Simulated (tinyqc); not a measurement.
# Transistor under a ferroelectric capacitor (negative capacitance), static model: effect of the overlap capacitance per gate area

A ferroelectric film of thickness tf lies between the gate and an inner metal at potential v, which drives an ordinary transistor. One domain, P = Q (background permittivity neglected): Vg = v + tf (2 al Q + 4 be Q^3), al = -3 sqrt(3) Ec/(4 Pr), be = 3 sqrt(3) Ec/(8 Pr^3). Gate charge Q(v) = Qi + Cp v with the channel charge Qi = Cox n Vt ln(1 + exp((v - VT)/(n Vt))). Q in uC/cm^2, E in kV/cm; 1 nm times 1 kV/cm is 1e-4 V. Domains, leakage and the switching time are left out.

C = dQ/dv = Cox/(1 + exp(-(v - VT)/(n Vt))) + Cp; dVg/dv = 1 + C tf (2 al + 12 be Q^2); gain = dv/dVg. The largest gain is taken over -0.3 V < v < 2.5 V, tc is the thickness at which dVg/dv first touches zero, the swing is n Vt ln 10 (1 + 2 al tf Cp), v solves Vg(v) = Vg, and the last column compares Qi(v) with Qi(Vg) of the transistor without the film.

Parameters, values chosen for the exercise; Pr and Ec close to those of hafnium oxide based films: temperature T = 400 K; remanent polarisation Pr = 11 uC/cm^2; coercive field Ec = 1200 kV/cm; capacitance of the inner oxide Cox = 2.9 uF/cm^2; threshold of the inner transistor VT = 0.42 V; subthreshold factor of the inner transistor n = 1.08; ferroelectric thickness tf = 8.5 nm; gate voltage Vg = 0.19 V.

Constants: q = 1.602176634e-19 C, kB = 1.380649e-23 J/K, Vt = kB T/q. Results are converted to the units shown.

Effect of the overlap capacitance per gate area:
```
Cp (uF/cm^2),tc (nm),largest gain,swing (mV/decade),v at Vg (V),Qi with/without film
0.1,11.93,3.475,83.65,0.1948,1.136
0.3,11.24,4.107,79.52,0.2049,1.491
0.5,10.62,5.002,75.39,0.2161,2.016
0.7,10.09,6.361,71.26,0.2287,2.824
0.9,9.609,8.668,67.13,0.2429,4.123
1.1,9.184,13.43,63.00,0.2589,6.331
1.3,8.804,29.00,58.87,0.2773,10.34
```

Read the table: what changes, and by how much?

As Cp goes from 0.1 to 1.3 uF/cm^2, the largest gain rises from 3.47 to 29.0, the swing falls from 83.7 to 58.9 mV a decade and tc falls from 11.9 to 8.80 nm. At Cp = 1.5 uF/cm^2 tf is within 2 % of tc or beyond it, so those rows are left out. For Cp = 0.5 to 1.3 uF/cm^2 the gain relies on a single-domain state close to the fold, which domains would spoil.

Numbers from tinyqc (`OMP_NUM_THREADS=1 python tinyqc.py 2860019 2860020 out.jsonl`; about 0.02 s on one thread of a shared Intel Xeon 2.30GHz).
